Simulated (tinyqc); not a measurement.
Tunnelling through a gate dielectric, WKB transmission and Tsu-Esaki current: one step of the calculation.

Electrons leave the emitter at x = 0. Energies E (motion across the layers) are in eV from the emitter Fermi level; the collector Fermi level lies at -V and offers states at every E. No charge in the dielectric and no image force: F1 = V/t1, U = phi1 - F1 x. With C = hbar^2/(2 m0), kappa = sqrt(m (U - E)/C) where U > E and 0 elsewhere; T(E) = exp(-S), S = 2 times the integral of kappa over x.

Question. WKB exponent in closed form. Each layer adds (2/F) sqrt(m/C) [G(u at its left edge) - G(u at its right edge)] to S, with u = U - E (0 where negative) and G(u) = (2/3) u^1.5. The slope follows from 1/d = -dS/dE.

Inputs (values chosen for the exercise); dielectric values close to those of silicon dioxide:
```
symbol,value,unit,meaning
phi1,2.98,eV,barrier of layer 1 above the emitter Fermi level at zero bias
m1,0.51,m0,tunnelling mass of layer 1
t1,3.3,nm,thickness of layer 1
V,0.3,V,voltage across the dielectric
E,-0.2,eV,energy of the electron followed
```

Constants: q = 1.602176634e-19 C, hbar = 1.054571817e-34 J s, m0 = 9.1093837015e-31 kg, hbar^2/(2 m0) = 0.0380998212 eV nm^2. Results are converted to the units shown.

Find: S; T(E); energy d over which T(E) grows by a factor e.

Answer.

S = 42.029
T(E) = 5.5876e-19
energy d over which T(E) grows by a factor e = 0.14413 eV

The midpoint rule gives S = 42.029, so its T(E) is within 0.01 % of this value. The band edge stays above E through the whole stack: direct tunnelling through a trapezoid.

tinyqc, about 0.05 s, one thread, Intel Xeon 2.30GHz (shared host): `OMP_NUM_THREADS=1 python tinyqc.py 2540170 2540171 out.jsonl`
